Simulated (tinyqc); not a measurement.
Inversion-layer mobility, back-scattering and ballistic limit of a field-effect transistor: one step, computed by the program tinyqc. Command: `OMP_NUM_THREADS=1 python tinyqc.py 3005705 3005706 out.jsonl mos walk`. One thread of a shared host (Intel(R) Xeon(R) Processor @ 2.30GHz), about 0.01 s of CPU time with the checks.

The charge at the top of the source barrier is fixed by the gate; series resistance and short-channel effects are left out. F_j are Fermi integrals normalised to exp(eta) in the classical limit.

Problem. Effective mobility. mu_phonon = mu_ph (E_eff/1 MV/cm)^(-0.3) (T/300 K)^(-1.75); mu_rough = mu_sr (E_eff/1 MV/cm)^(-2); mu_Coulomb = mu_C (N_inv/1e12 cm^-2) (T/300 K); Matthiessen's rule adds 1/mu.

Inputs (values chosen for the exercise, modelled on a silicon p-channel):
```
quantity                                     value        unit
phonon mobility at 1 MV/cm and 300 K, mu_ph    110  cm^2/(V s)
roughness mobility at 1 MV/cm, mu_sr           130  cm^2/(V s)
Coulomb mobility at N_inv = 1e12/cm^2, mu_C    270  cm^2/(V s)
temperature T                                  300           K
```

Statistics at the top of the barrier: Fermi-Dirac.

inversion density N_inv = 3.978972e+12 1/cm^2

effective field E_eff = 0.3209175 MV/cm

Give: phonon part; roughness part; Coulomb part; effective mobility mu.

Solution.

phonon part = 154.7 cm^2/(V s)

roughness part = 1262 cm^2/(V s)

Coulomb part = 1074 cm^2/(V s)

effective mobility mu = 122.1 cm^2/(V s)

The phonon part is the lowest and holds 79 % of 1/mu.
